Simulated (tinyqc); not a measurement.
Carrier lifetime of a p-type layer with SRH, radiative, Auger and surface recombination: effect of the temperature at dn = 3e14 cm^-3.

Uniform excess density dn = dp (no trapping), n = n0 + dn, p = p0 + dn, Boltzmann statistics, full ionisation. Surfaces enter as a rate 2 S dn/d, which holds while diffusion to them is fast.

Nc and Nv are given at 350 K and scale as (T/350 K)^1.5; all else is held fixed. ni = sqrt(Nc Nv) exp(-Eg/(2 Vt)), Eg in volts; majority density N/2 + sqrt(N^2/4 + ni^2), n0 p0 = ni^2; n1 = Nc exp(-Et/Vt), p1 = Nv exp((Et - Eg)/Vt); tn0 = 1/(sn vth Nt), tp0 = 1/(sp vth Nt). With e = n p - ni^2 = dn (n0 + p0 + dn): U_SRH = e/(tp0 (n + n1) + tn0 (p + p1)), U_rad = B e, U_Aug = (Cn n + Cp p) e, U_s = 2 S dn/d. Each tau is dn over its rate; tau = dn/U with U the sum. Here dn = 3e14 cm^-3.

Parameters, values chosen for the exercise; band and dielectric values close to those of silicon: band gap Eg = 1.13 eV; conduction-band density of states at the reference temperature Nc = 3.55e19 cm^-3; valence-band density of states at the reference temperature Nv = 3.31e19 cm^-3; radiative coefficient B = 4.77e-15 cm^3/s; acceptor density N = 1.5e16 cm^-3; Auger coefficient (two electrons) Cn = 2.3e-31 cm^6/s; Auger coefficient (two holes) Cp = 2.7e-31 cm^6/s; trap density Nt = 3e11 cm^-3; capture cross-section for electrons sn = 4e-17 cm^2; capture cross-section for holes sp = 8e-15 cm^2; thermal velocity (both carriers) vth = 2.5e7 cm/s; trap level below the conduction band Et = 0.85 eV; surface recombination velocity (both faces) S = 0 cm/s; sample thickness d = 100 um.

Constants: q = 1.602176634e-19 C, kB = 1.380649e-23 J/K, Vt = kB T/q. Results are converted to the units shown.

Effect of the temperature at dn = 3e14 cm^-3:
```
T (K)  tau_SRH (s)  tau_rad (s)  tau_Aug (s)   tau (s)  radiative share (%)  largest path
200       0.003334      0.01370      0.01556  0.002287                16.69           SRH
240       0.003339      0.01370      0.01556  0.002290                16.71           SRH
280       0.003381      0.01370      0.01556  0.002309                16.85           SRH
320       0.003579      0.01370      0.01556  0.002400                17.52           SRH
360       0.004238      0.01370      0.01556  0.002680                19.56           SRH
400       0.005947      0.01370      0.01556  0.003274                23.90           SRH
440       0.009643      0.01370      0.01556  0.004150                30.29           SRH
480        0.01663      0.01370      0.01556  0.005067                36.98     radiative
```

SRH recombination leads at T = 200, radiative from 480 on. tau_SRH rises from 0.00333 to 0.0166 s and the total lifetime rises from 0.00229 to 0.00507 s.

Program tinyqc, `OMP_NUM_THREADS=1 python tinyqc.py 2300144 2300145 out.jsonl`; Intel Xeon 2.30GHz, shared host, one thread, about 0.01 s.
